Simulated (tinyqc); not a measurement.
From ballistic to localised: localisation in a chain with random site energies (transfer matrices).

Hopping -t; leads with site energy 0, E = -2t cos(ka). psi_(j+1) = ((e_j - E)/t) psi_j - psi_(j-1), a product of matrices M_j = [[(e_j - E)/t, -1], [1, 0]]. For M = M_N ... M_1 the transmission is T = 4 sin^2(ka)/|M21 - M12 + M22 exp(ika) - M11 exp(-ika)|^2. Long samples draw e_j = W (x_j/2147483647 - 1/2) from x_j = 16807 x_(j-1) mod 2147483647, starting at x0. The localisation length xi, in sites, is defined by ln T = -2N/xi on average; weak disorder gives xi = 24 (4t^2 - E^2)/W^2, and the mean free path for backscattering is xi/2.

Values chosen for the exercise: t = 0.55 eV (hopping); E = -0.69 eV (energy); W = 1.08 eV (full width of the disorder); x0 = 1988 (start of the number sequence).

200 samples of each length, cut one after another from the start of the sequence. Typical T = exp(mean ln T). Ohmic: 1/(1 + 2N/xi); localised: exp(-2N/xi), both with the weak-disorder xi.

Transmission:
```
N,mean T,typical T,spread of ln T,ohmic,localised
2,0.799,0.785,0.196,0.791,0.767
5,0.572,0.516,0.489,0.602,0.516
10,0.371,0.268,0.909,0.430,0.266
20,0.188,0.0714,1.622,0.274,0.0707
40,0.0559,0.00488,2.650,0.159,0.00500
80,0.00929,2.57e-05,4.032,0.0862,2.50e-05
```

What does the comparison show?

With xi = 15.1 sites, mean and typical T are 0.572 and 0.516 at N = 5, and 0.00929 and 2.57e-05 at N = 80, where ln T scatters by 4.0. The slope of ln(typical T) between 40 and 80 sites gives xi = 15.2, uncertain by about 7 % from the scatter of 200 samples. At N = 80 the ohmic law gives 3.36e+03 times the typical value: a single channel has no ohmic range beyond a mean free path, and the mean is carried by rare resonant samples.

Program tinyqc; command `OMP_NUM_THREADS=1 python tinyqc.py 1450860 1450861 out.jsonl`; about 0.04 s on one thread of a shared Intel(R) Xeon(R) Processor @ 2.30GHz.
